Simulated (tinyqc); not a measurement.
FCI on RHF in the sto-3g basis, for H4, spin multiplicity 1, step by step. One step of it, computed by the program tinyqc.

Question. FCI: roots. Diagonalise (each vector has its largest component positive (the first on a tie)); all determinants have Ms = 0, so triplets appear too. The lowest singlet root is the correlation energy.

Occupation strings over the orbitals (2 doubly, a alpha, b beta, 0 empty; spin orbitals ordered 1a 1b 2a 2b ...): 2200 2a0b a2b0 2b0a b2a0 aabb 2020 abab 2002 abba baab 0220 baba 0202 bbaa a0b2 0a2b b0a2 0b2a 0022

H - E(HF) between determinants (hartree):
```
           2200       2a0b       a2b0       2b0a       b2a0       aabb       2020       abab
2200   0.000000   0.000000   0.000000   0.000000   0.000000   0.016234   0.088111   0.081014
2a0b   0.000000   1.005860   0.124818  -0.101079   0.097247  -0.026513  -0.045948   0.044649
a2b0   0.000000   0.124818   0.845008   0.097247  -0.097369  -0.033985  -0.044649   0.045948
2b0a   0.000000  -0.101079   0.097247   1.005860   0.124818   0.000000   0.045948  -0.004623
b2a0   0.000000   0.097247  -0.097369   0.124818   0.845008   0.000000   0.044649  -0.006919
aabb   0.016234  -0.026513  -0.033985   0.000000   0.000000   1.577283  -0.081014  -0.088111
2020   0.088111  -0.045948  -0.044649   0.045948   0.044649  -0.081014   1.579450  -0.141052
abab   0.081014   0.044649   0.045948  -0.004623  -0.006919  -0.088111  -0.141052   1.845150
2002   0.101079   0.019954   0.000000  -0.019954   0.000000   0.097247   0.235774  -0.222066
abba  -0.097247   0.000000  -0.018882   0.022759   0.000000  -0.101079   0.222066  -0.235774
baab  -0.097247  -0.022759   0.000000   0.000000   0.018882  -0.097369   0.222066  -0.230541
0220   0.097369   0.000000   0.013802   0.000000  -0.013802   0.097247   0.230541  -0.222066
baba   0.081014   0.004623   0.006919  -0.044649  -0.045948  -0.085616  -0.141052   0.000000
0202   0.085616  -0.006919  -0.004623   0.006919   0.004623  -0.081014   0.000000  -0.141052
bbaa   0.016234   0.000000   0.000000   0.026513   0.033985   0.000000  -0.081014  -0.085616
a0b2   0.000000  -0.097247   0.101079   0.016234   0.000000  -0.001072   0.004623  -0.045948
0a2b   0.000000   0.097369  -0.097247   0.000000   0.016234   0.008957   0.006919  -0.044649
b0a2   0.000000   0.016234   0.000000  -0.097247   0.101079   0.000000  -0.004623   0.006919
0b2a   0.000000   0.000000   0.016234   0.097369  -0.097247   0.000000  -0.006919   0.004623
0022   0.000000   0.000000   0.000000   0.000000   0.000000   0.016234   0.085616   0.081014

           2002       abba       baab       0220       baba       0202       bbaa       a0b2
2200   0.101079  -0.097247  -0.097247   0.097369   0.081014   0.085616   0.016234   0.000000
2a0b   0.019954   0.000000  -0.022759   0.000000   0.004623  -0.006919   0.000000  -0.097247
a2b0   0.000000  -0.018882   0.000000   0.013802   0.006919  -0.004623   0.000000   0.101079
2b0a  -0.019954   0.022759   0.000000   0.000000  -0.044649   0.006919   0.026513   0.016234
b2a0   0.000000   0.000000   0.018882  -0.013802  -0.045948   0.004623   0.033985   0.000000
aabb   0.097247  -0.101079  -0.097369   0.097247  -0.085616  -0.081014   0.000000  -0.001072
2020   0.235774   0.222066   0.222066   0.230541  -0.141052   0.000000  -0.081014   0.004623
abab  -0.222066  -0.235774  -0.230541  -0.222066   0.000000  -0.141052  -0.085616  -0.045948
2002   2.041770   0.124818   0.124818   0.000000  -0.222066   0.230541   0.097247   0.003754
abba   0.124818   1.869871   0.000000   0.124818  -0.230541   0.222066  -0.097369   0.053939
baab   0.124818   0.000000   1.869871   0.124818  -0.235774   0.222066  -0.101079   0.000000
0220   0.000000   0.124818   0.124818   1.713880  -0.222066   0.235774   0.097247   0.000000
baba  -0.222066  -0.230541  -0.235774  -0.222066   1.845150  -0.141052  -0.088111  -0.006919
0202   0.230541   0.222066   0.222066   0.235774  -0.141052   2.124854  -0.081014   0.044649
bbaa   0.097247  -0.097369  -0.101079   0.097247  -0.088111  -0.081014   1.577283   0.000000
a0b2   0.003754   0.053939   0.000000   0.000000  -0.006919   0.044649   0.000000   2.632197
0a2b   0.000000   0.000000   0.040315   0.015103  -0.004623   0.045948   0.000000   0.124818
b0a2  -0.003754   0.000000  -0.053939   0.000000   0.045948  -0.044649   0.001072  -0.097369
0b2a   0.000000  -0.040315   0.000000  -0.015103   0.044649  -0.045948  -0.008957   0.097247
0022   0.097369  -0.097247  -0.097247   0.101079   0.081014   0.088111   0.016234   0.017556

           0a2b       b0a2       0b2a       0022
2200   0.000000   0.000000   0.000000   0.000000
2a0b   0.097369   0.016234   0.000000   0.000000
a2b0  -0.097247   0.000000   0.016234   0.000000
2b0a   0.000000  -0.097247   0.097369   0.000000
b2a0   0.016234   0.101079  -0.097247   0.000000
aabb   0.008957   0.000000   0.000000   0.016234
2020   0.006919  -0.004623  -0.006919   0.085616
abab  -0.044649   0.006919   0.004623   0.081014
2002   0.000000  -0.003754   0.000000   0.097369
abba   0.000000   0.000000  -0.040315  -0.097247
baab   0.040315  -0.053939   0.000000  -0.097247
0220   0.015103   0.000000  -0.015103   0.101079
baba  -0.004623   0.045948   0.044649   0.081014
0202   0.045948  -0.044649  -0.045948   0.088111
bbaa   0.000000   0.001072  -0.008957   0.016234
a0b2   0.124818  -0.097369   0.097247   0.017556
0a2b   2.465158   0.097247  -0.101079   0.035058
b0a2   0.097247   2.632197   0.124818  -0.017556
0b2a  -0.101079   0.124818   2.465158  -0.035058
0022   0.035058  -0.017556  -0.035058   3.246487
```

Give: lowest roots of this matrix, relative to E(HF); lowest vectors; <S^2> of these roots; weight of the ground state by excitation level 0, 1, 2, ....

Answer.

lowest roots of this matrix, relative to E(HF) (hartree): -0.0412  0.5703  0.9057  1.0518  1.0535  1.2051  1.2217  1.5329

lowest vectors:
```
       root 1   root 2   root 3   root 4
2200   0.9875   0.0000  -0.0022   0.0022
2a0b   0.0012  -0.4086  -0.0866   0.6099
a2b0   0.0014   0.5717   0.6803   0.0022
2b0a  -0.0012  -0.4086   0.0866  -0.6099
b2a0  -0.0014   0.5717  -0.6803  -0.0022
aabb  -0.0069   0.0081   0.0608   0.1282
2020  -0.0631   0.0000   0.1448   0.3265
abab  -0.0511  -0.0045  -0.0432  -0.0741
2002  -0.0535   0.0000  -0.0582  -0.1748
abba   0.0580   0.0194  -0.0177  -0.0541
baab   0.0580  -0.0194  -0.0177  -0.0541
0220  -0.0614   0.0000  -0.1110  -0.2206
baba  -0.0511   0.0045  -0.0432  -0.0741
0202  -0.0461   0.0000   0.0409   0.1167
bbaa  -0.0069  -0.0081   0.0608   0.1282
a0b2  -0.0013  -0.0531  -0.0458   0.0377
0a2b  -0.0006   0.0549   0.0504  -0.0443
b0a2   0.0013  -0.0531   0.0458  -0.0377
0b2a   0.0006   0.0549  -0.0504   0.0443
0022   0.0124   0.0000   0.0002   0.0001
```

<S^2> of these roots: 0.0000  2.0000  0.0000  0.0000  2.0000  6.0000  0.0000  0.0000

weight of the ground state by excitation level 0, 1, 2, ...: 0.9751  0.0000  0.0248  0.0000  0.0002
